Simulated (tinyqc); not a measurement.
# Worked calculation: surface Green function of a zigzag honeycomb ribbon two chains wide, Sancho-Rubio decimation

Program tinyqc, `OMP_NUM_THREADS=1 python tinyqc.py 2680132 2680133 out.jsonl`; Intel Xeon 2.30GHz, shared host, one thread, about 0.08 s. Printed values are rounded.

A semi-infinite lead of cells 0, 1, 2, ... with H0 inside a cell and H1 = <cell i|H|cell i + 1>. Cell of four sites joined 1-2-3-4 by -t; site 2 joins site 1 of the next cell and site 3 joins site 4 of the next cell. z = E + i eta.

Parameters, values chosen for the exercise:
- t = 1 eV (hopping)
- dl = 0.23 eV (site energy, +dl on sites 1, 3 and -dl on sites 2, 4)
- E = -1.99 eV (energy)
- eta = 0.1 eV (broadening)

## The blocks

Read off from the list of hoppings.

H0 (eV):
```
      1      2     3      4
1  0.23     -1     0      0
2    -1  -0.23    -1      0
3     0     -1  0.23     -1
4     0      0    -1  -0.23
```

H1 (eV):
```
    1  2  3   4
1   0  0  0   0
2  -1  0  0   0
3   0  0  0  -1
4   0  0  0   0
```

## Round 1: decimation

Start with e_s = e = H0, a = H1, b = H1^dagger. Each round: g = (z - e)^(-1); e_s <- e_s + a g b; e <- e + a g b + b g a; a <- a g a; b <- b g b (all with the old a, b). Round k joins cells 2^k apart.

g (1/eV):
```
                   1                  2                  3                  4
1  -0.71286-0.10836i  -0.59339-0.16926i  -0.34843-0.13021i  -0.19314-0.08496i
2  -0.59339-0.16926i  -1.33425-0.31642i  -0.78653-0.25422i  -0.43728-0.16929i
3  -0.34843-0.13021i  -0.78653-0.25422i  -1.06129-0.23856i  -0.59339-0.16926i
4  -0.19314-0.08496i  -0.43728-0.16929i  -0.59339-0.16926i  -0.89697-0.14714i
```

e_s after round 1 (eV):
```
                   1                  2                  3                  4
1   0.23000+0.00000i  -1.00000+0.00000i   0.00000+0.00000i   0.00000+0.00000i
2  -1.00000+0.00000i  -0.94286-0.10836i  -1.19314-0.08496i   0.00000+0.00000i
3   0.00000+0.00000i  -1.19314-0.08496i  -0.66697-0.14714i  -1.00000+0.00000i
4   0.00000+0.00000i   0.00000+0.00000i  -1.00000+0.00000i  -0.23000+0.00000i
```

e after round 1 (eV):
```
                   1                  2                  3                  4
1  -1.10425-0.31642i  -1.00000+0.00000i   0.00000+0.00000i  -0.78653-0.25422i
2  -1.00000+0.00000i  -0.94286-0.10836i  -1.19314-0.08496i   0.00000+0.00000i
3   0.00000+0.00000i  -1.19314-0.08496i  -0.66697-0.14714i  -1.00000+0.00000i
4  -0.78653-0.25422i   0.00000+0.00000i  -1.00000+0.00000i  -1.29129-0.23856i
```

a after round 1 (eV):
```
                     1                   2                   3                    4
1   0.000000+0.000000i  0.000000+0.000000i  0.000000+0.000000i   0.000000+0.000000i
2  -0.593389-0.169262i  0.000000+0.000000i  0.000000+0.000000i  -0.348429-0.130208i
3  -0.437275-0.169287i  0.000000+0.000000i  0.000000+0.000000i  -0.593389-0.169262i
4   0.000000+0.000000i  0.000000+0.000000i  0.000000+0.000000i   0.000000+0.000000i
```

b after round 1 (eV):
```
                    1                    2                    3                   4
1  0.000000+0.000000i  -0.593389-0.169262i  -0.437275-0.169287i  0.000000+0.000000i
2  0.000000+0.000000i   0.000000+0.000000i   0.000000+0.000000i  0.000000+0.000000i
3  0.000000+0.000000i   0.000000+0.000000i   0.000000+0.000000i  0.000000+0.000000i
4  0.000000+0.000000i  -0.348429-0.130208i  -0.593389-0.169262i  0.000000+0.000000i
```

## Round 2: decimation

As before.

g (1/eV):
```
                     1                    2                    3                    4
1  -0.386119-0.162206i   0.239801-0.030035i   0.530955+0.029907i   0.421190-0.076187i
2   0.239801-0.030035i  -0.314586-0.332326i   0.286501-0.231950i   0.668839+0.045558i
3   0.530955+0.029907i   0.286501-0.231950i  -0.252629-0.260675i   0.239801-0.030035i
4   0.421190-0.076187i   0.668839+0.045558i   0.239801-0.030035i  -0.484311-0.210179i
```

e_s after round 2 (eV):
```
                   1                  2                  3                  4
1   0.23000+0.00000i  -1.00000+0.00000i   0.00000+0.00000i   0.00000+0.00000i
2  -1.00000+0.00000i  -0.89033-0.21766i  -1.09953-0.19571i   0.00000+0.00000i
3   0.00000+0.00000i  -1.09953-0.19571i  -0.59914-0.28414i  -1.00000+0.00000i
4   0.00000+0.00000i   0.00000+0.00000i  -1.00000+0.00000i  -0.23000+0.00000i
```

e after round 2 (eV):
```
                   1                  2                  3                  4
1  -0.92853-0.57399i  -1.00000+0.00000i   0.00000+0.00000i  -0.60871-0.47720i
2  -1.00000+0.00000i  -0.89033-0.21766i  -1.09953-0.19571i   0.00000+0.00000i
3   0.00000+0.00000i  -1.09953-0.19571i  -0.59914-0.28414i  -1.00000+0.00000i
4  -0.60871-0.47720i   0.00000+0.00000i  -1.00000+0.00000i  -1.15430-0.44451i
```

a after round 2 (eV):
```
                    1                   2                   3                   4
1  0.000000+0.000000i  0.000000+0.000000i  0.000000+0.000000i  0.000000+0.000000i
2  0.353006+0.261414i  0.000000+0.000000i  0.000000+0.000000i  0.328235+0.236021i
3  0.410253+0.302369i  0.000000+0.000000i  0.000000+0.000000i  0.353006+0.261414i
4  0.000000+0.000000i  0.000000+0.000000i  0.000000+0.000000i  0.000000+0.000000i
```

b after round 2 (eV):
```
                    1                   2                   3                   4
1  0.000000+0.000000i  0.353006+0.261414i  0.410253+0.302369i  0.000000+0.000000i
2  0.000000+0.000000i  0.000000+0.000000i  0.000000+0.000000i  0.000000+0.000000i
3  0.000000+0.000000i  0.000000+0.000000i  0.000000+0.000000i  0.000000+0.000000i
4  0.000000+0.000000i  0.328235+0.236021i  0.353006+0.261414i  0.000000+0.000000i
```

## Course of the decimation

Stop when the largest entry of a and b is below 1e-12 eV, or after 60 rounds. The last column is -Im Tr (z - e_s)^(-1)/pi. At the end g_s = (z - e_s)^(-1), and the bulk Green function is (z - e)^(-1).

Course of the iteration:
```
round  largest |a|, |b| (eV)  surface density of states (1/eV)
1                      0.617                          0.381161
2                      0.510                          0.533524
3                      0.284                          0.649898
4                     0.0826                          0.717051
5                    7.63e-3                          0.728413
6                    6.64e-5                          0.728474
7                    5.04e-9                          0.728474
8                    < 1e-13                          0.728474
```

Converged in 8 rounds, which stand for 2^8 cells. E lies inside a band (1 open mode(s)), where only eta damps the waves, over about v/eta cells with v the group velocity in eV a cell.

## Self-energy, Dyson check and densities of states

converged surface Green function g_s (1/eV):
```
                     1                    2                    3                    4
1  -0.493811-0.225444i  -0.118804-0.451105i   0.133858-0.366368i   0.087600-0.203186i
2  -0.118804-0.451105i  -0.308856-0.989572i   0.260527-0.826722i   0.174154-0.459834i
3   0.133858-0.366368i   0.260527-0.826722i  -0.254206-0.782064i  -0.118804-0.451105i
4   0.087600-0.203186i   0.174154-0.459834i  -0.118804-0.451105i  -0.619122-0.291487i
```

converged bulk Green function (1/eV):
```
                     1                    2                    3                    4
1  -0.411057-0.267179i   0.030368-0.276016i   0.354149-0.179911i   0.412726-0.180994i
2   0.030368-0.276016i  -0.347541-0.591255i   0.268465-0.453823i   0.449076-0.221539i
3   0.354149-0.179911i   0.268465-0.453823i  -0.281181-0.465753i   0.030368-0.276016i
4   0.412726-0.180994i   0.449076-0.221539i   0.030368-0.276016i  -0.514191-0.342870i
```

Sigma = H1 g_s H1^dagger is what the lead adds to one more cell, and (z - H0 - Sigma)^(-1) must give g_s back. Densities of states: -Im of the diagonals over pi.

Sigma (eV):
```
                    1                    2                    3                   4
1  0.000000+0.000000i   0.000000+0.000000i   0.000000+0.000000i  0.000000+0.000000i
2  0.000000+0.000000i  -0.493811-0.225444i   0.087600-0.203186i  0.000000+0.000000i
3  0.000000+0.000000i   0.087600-0.203186i  -0.619122-0.291487i  0.000000+0.000000i
4  0.000000+0.000000i   0.000000+0.000000i   0.000000+0.000000i  0.000000+0.000000i
```

(z - H0 - Sigma)^(-1) (1/eV):
```
                     1                    2                    3                    4
1  -0.493811-0.225444i  -0.118804-0.451105i   0.133858-0.366368i   0.087600-0.203186i
2  -0.118804-0.451105i  -0.308856-0.989572i   0.260527-0.826722i   0.174154-0.459834i
3   0.133858-0.366368i   0.260527-0.826722i  -0.254206-0.782064i  -0.118804-0.451105i
4   0.087600-0.203186i   0.174154-0.459834i  -0.118804-0.451105i  -0.619122-0.291487i
```

surface density of states, orbital 1 to 4 (1/eV): [0.071761, 0.314991, 0.248939, 0.092783]
bulk density of states, orbital 1 to 4 (1/eV): [0.085046, 0.188202, 0.148254, 0.109139]

The surface cell holds 0.728 states per eV against 0.531 for a bulk cell.
